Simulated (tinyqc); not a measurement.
Frequency dispersion of an accumulation capacitance by border traps, distributed model: one step of the calculation.

Traps spread evenly through the insulator exchange electrons with the semiconductor by tunnelling, with tau(x) = t0 exp(2 ka x) at depth x from the interface. The admittance per area Y seen at depth x obeys dY/dx = -Y^2/(i w eps0 eox) + q Nb ln(1 + i w tau)/tau, with Y(0) = i w Cs and w = 2 pi f; the gate sees Y(tox) = G + i w C. Working variable y = Y/(i w), in uF/cm^2. Cox = eps0 eox/tox.

Question. Capacitance and conductance at the gate. Beyond xe the traps are ignored, so 1/y(tox) = 1/y(xe) + (tox - xe)/(eps0 eox); C = Re y, G/w = -Im y, loss tangent G/(w C).

Values chosen for this exercise; permittivity close to that of silicon dioxide:
- eox = 4.02 (relative permittivity of the insulator)
- tox = 4.5 nm (insulator thickness)
- xe = 1.4 nm (depth down to which the steps are taken)

Constants: eps0 = 8.8541878128e-14 F/cm where lengths are in cm. Results are converted to the units shown.

y at xe = 0.73803169-0.01776347i uF/cm^2

Find: y at the gate; C; G/w; loss tangent.

Answer.

y at the gate = 0.44932-0.00658i uF/cm^2
C = 0.44932 uF/cm^2
G/w = 0.0065816 uF/cm^2
loss tangent = 0.014648

tinyqc, about 0.3 s, one thread, Intel Xeon 2.30GHz (shared host): `OMP_NUM_THREADS=1 python tinyqc.py 2202211 2202212 out.jsonl`
